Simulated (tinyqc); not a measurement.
From results back to parameters: valley splitting in a one-orbital chain of atomic planes (second-neighbour model). Four cases, with inputs chosen for the exercise.

Problem. For E(phi) = e0 + 2 v cos(phi) + 2 u cos(2 phi) with u, v > 0 and planes a/4 apart, the heights of the band at phi = 0 and phi = pi above its minimum were computed from hidden u and v; c = hbar^2/2m0.

Constants: hbar^2/2m0 = 3.80998211 eV angstrom^2.

Case 1.

Values chosen (out of a larger set: near those of the Delta valleys of silicon; abrupt walls in this chain split the valleys several times more than measured wells; not measured data): a = 5.423 angstrom (lattice constant; planes lie a/4 apart).

E(0) - Emin = 3.902506 eV
E(pi) - Emin = 1.414506 eV

Case 2.

Values chosen (out of a larger set: near those of the Delta valleys of silicon; abrupt walls in this chain split the valleys several times more than measured wells; not measured data): a = 5.426 angstrom (lattice constant; planes lie a/4 apart).

E(0) - Emin = 3.754107 eV
E(pi) - Emin = 1.282107 eV

Case 3.

Values chosen (out of a larger set: near those of the Delta valleys of silicon; abrupt walls in this chain split the valleys several times more than measured wells; not measured data): a = 5.438 angstrom (lattice constant; planes lie a/4 apart).

E(0) - Emin = 3.830210 eV
E(pi) - Emin = 1.526210 eV

Case 4.

Values chosen (out of a larger set: near those of the Delta valleys of silicon; abrupt walls in this chain split the valleys several times more than measured wells; not measured data): a = 5.424 angstrom (lattice constant; planes lie a/4 apart).

E(0) - Emin = 3.730760 eV
E(pi) - Emin = 1.242760 eV

Find: u, v; phi0; mass at the minimum.

Solution. E - Emin = 4u (cos(phi) + v/(4u))^2. The difference of the two heights is 4v, and for v < 4u the sum of their square roots is 4 sqrt(u). The mass is (2c)/((a/4)^2 (8u - v^2/(2u))).

Case 1.

u, v (eV): 0.626  0.622

phi0 = 1.8218 rad
mass at the minimum = 0.882 m0

Case 2.

u, v (eV): 0.589  0.618

phi0 = 1.8362 rad
mass at the minimum = 0.944 m0

Case 3.

u, v (eV): 0.637  0.576

phi0 = 1.7988 rad
mass at the minimum = 0.853 m0

Case 4.

u, v (eV): 0.580  0.622

phi0 = 1.8422 rad
mass at the minimum = 0.962 m0

Computed by tinyqc, one run a case: `OMP_NUM_THREADS=1 python tinyqc.py N N+1 out.jsonl` with N = 1450018, 1450038, 1450112, 1450131; one thread of a shared Intel(R) Xeon(R) Processor @ 2.30GHz, about 0.02 s a run at most.
